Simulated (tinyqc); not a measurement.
Changing the anneal temperature T: kinetics of strain relaxation and threading dislocations in mismatched semiconductor layers. Computed by tinyqc, a small Python program. Command: `OMP_NUM_THREADS=1 python tinyqc.py 3015330 3015331 out.jsonl threading sweep`. One thread of a shared host (Intel(R) Xeon(R) Processor @ 2.30GHz), about 0.01 s of CPU time with the checks.

60-degree dislocations on {111} planes of a (001) layer, isotropic elasticity. The Schmid factor is 1/sqrt(6), and a misfit segment relieves strain with b/2.

Inputs (values chosen for the exercise, modelled on Si(0.7)Ge(0.3) on Si): misfit f = 0.0121; shear modulus G = 61 GPa; Poisson ratio nu = 0.27; Burgers vector b = 3.89 angstrom; glide activation energy Q = 2.02 eV; velocity prefactor v0 = 29000 m/s per MPa; layer thickness h = 68 nm; anneal time t = 35 s; initial thread density rho_0 = 4.1e+06 1/cm^2; multiplication constant delta = 17000 1/m.

Sources: fixed density of threads.

Constants: k_B = 8.617333262e-05 eV/K.

Method:
- Excess resolved stress tau = (1/sqrt 6) [2 G (1 + nu)/(1 - nu)] (e - e_eq), e_eq = b (1 - nu/4) [ln(h/b) + 1]/(4 pi (1 + nu) h), the Matthews-Blakeslee strain of an uncapped layer; glide velocity v = v0 tau exp(-Q/(k_B T)), tau in MPa.
- Threads run in two directions, so de/dt = -(b/4) rho v, with rho fixed. With x = e - e_eq, x0 = f - e_eq (fully strained at t = 0) and v = m S x (m the mobility, S x = tau): x = x0 exp(-t/t_r), t_r = 4/(b rho_0 m S).
- The half time is that at which x = x0/2.

One run for each value; columns: (1) anneal temperature T (K); (2) initial velocity (micrometre/s); (3) half time (s); (4) share of the excess strain relieved (%); (5) thread density (1/cm^2):
```
(1)        (2)        (3)    (4)       (5)
775  1.845e+00  9.461e+02   2.53  4.10e+06
799  4.576e+00  3.814e+02   6.16  4.10e+06
822  1.040e+01  1.678e+02  13.46  4.10e+06
846  2.335e+01  7.473e+01  27.72  4.10e+06
870  5.016e+01  3.480e+01  50.20  4.10e+06
893  1.004e+02  1.738e+01  75.23  4.10e+06
917  1.996e+02  8.746e+00  93.76  4.10e+06
941  3.830e+02  4.557e+00  99.51  4.10e+06
964  6.940e+02  2.515e+00  99.99  4.10e+06
```

Over the rows, initial velocity (micrometre/s) rises from 1.84 to 694 (exponent d ln y / d ln x 30 between the first rows and 25 between the last); half time (s) falls from 946 to 2.51 (exponent d ln y / d ln x -30 between the first rows and -25 between the last); share of the excess strain relieved (%) rises from 2.53 to 100.0 (exponent d ln y / d ln x 29 between the first rows and 0.20 between the last).

Caution (rows 799, 822, 846, 870, 893, 917, 941, 964): blocking of threads by crossing misfit lines, left out here, leaves real layers with more strain.

Extremes, crossings and ranges named in words are read from the listed rows.
